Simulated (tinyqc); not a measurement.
Conduction-band offset of an n-N heterojunction from carrier-profile moments: one step of the calculation.

Layer 1 (x < 0) accumulates electrons and layer 2 (x > 0) is depleted. Boltzmann statistics. The bands bend down by V1 in layer 1 and up by V2 in layer 2, with V1 + V2 = VD = dE + Vt ln[(N2/Nc2)/(N1/Nc1)].

Problem. Offset from the moments. A C-V profile smears n(x) but keeps its zeroth and first moments: si = -int (N - n) dx, VD = (q/(eps0 eps_r)) int (N - n) x dx, dE = VD - Vt ln[(N2/Nc2)/(N1/Nc1)]. Use the trapezoidal rule on each side.

Values chosen for this exercise; values of the order of III-V alloys:
- T = 200 K (temperature)
- eps_r = 12.8 (relative permittivity of both layers)
- Nc1 = 3.2e17 cm^-3 (density of states of the narrow-gap layer 1)
- Nc2 = 7.8e17 cm^-3 (density of states of the wide-gap layer 2)
- dE = 0.18 eV (conduction-band offset)
- N1 = 2.6e15 cm^-3 (donor density in layer 1)
- N2 = 6.2e16 cm^-3 (donor density in layer 2)
- si = 0 cm^-2 (fixed charge at the interface)

Constants: q = 1.602176634e-19 C, kB = 1.380649e-23 J/K, Vt = kB T/q, eps0 = 8.8541878128e-14 F/cm where lengths are in cm. Results are converted to the units shown.

```
left point,-x (nm),n in layer 1 (cm^-3)
0,0,4.26602e17
1,1.58,2.94109e17
2,9.6,8.68970e16
3,27.6,2.32636e16
4,58.2,8.54470e15
5,104,4.49733e15
6,167,3.19570e15
7,249,2.76298e15
8,353,2.63457e15
9,479,2.60545e15
```

```
right point,x (nm),n in layer 2 (cm^-3)
0,0,3.02808e13
1,8.58,2.32931e14
2,21.1,2.34679e15
3,35.8,1.34962e16
4,52,3.53021e16
5,69.5,5.21740e16
6,88.1,5.91671e16
7,108,6.12983e16
8,128,6.18305e16
9,149,6.19620e16
```

Give: si; VD; dE.

Solution.

si = 5.4762e10 cm^-2
VD = 0.21939 V
dE = 0.18009 eV

On these few points dE comes out 0.086 meV from the true 0.18 eV, and si misses by 5.5e10 cm^-2, 17 % of Q1.

Numbers from tinyqc (`OMP_NUM_THREADS=1 python tinyqc.py 2410055 2410056 out.jsonl`; about 0.08 s on one thread of a shared Intel Xeon 2.30GHz).
